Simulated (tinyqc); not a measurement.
# Ferroelectric hysteresis, discrete Preisach model: which history is remembered

25 bistable elements (j, k) switch to +1 when V reaches u_j and to -1 when V falls to -u_k, and keep their state between. P = Ps sum w_jk s_jk. All elements start at -1. No time dependence and no dielectric part.

w_jk is proportional to exp[-(a_j^2 + a_k^2 - 2 cr a_j a_k)/(2 (1 - cr^2))], a_j = (u_j - Vc)/sg, and the weights sum to one. Each row applies its voltages in turn to the starting state.

Parameters, values chosen for the exercise:
```
symbol,value,unit,meaning
Ps,34,uC/cm^2,saturation polarisation
Vc,1.4,V,mean coercive voltage
sg,0.73,V,spread of the switching voltages
up,"[0.3, 0.9, 1.5, 2.1, 2.7]",V,list of the u_j
cr,0.8,,correlation of up and down voltages
```

Final polarisation:
```
	P (uC/cm^2)
+2.4 V	29.56
+1.8, -1.2, +2.4 V	29.56
+2.4, -1.8 V	-18.91
+2.4, -1.2, +1.2, -1.8 V	-18.91
+3, -1.8, +1.8 V	28.60
+1.8 V	14.74
```

What does the comparison show, and why?

Rows 1 and 2 agree, and so do rows 3 and 4: a larger excursion wipes out the smaller ones before it. Rows 5 and 6 end at the same voltage yet differ by 13.9 uC/cm^2, because row 5 keeps elements set by the earlier full write that the negative pulse did not reach.

Numbers from tinyqc (`OMP_NUM_THREADS=1 python tinyqc.py 2860070 2860071 out.jsonl`; about 0.01 s on one thread of a shared Intel Xeon 2.30GHz).
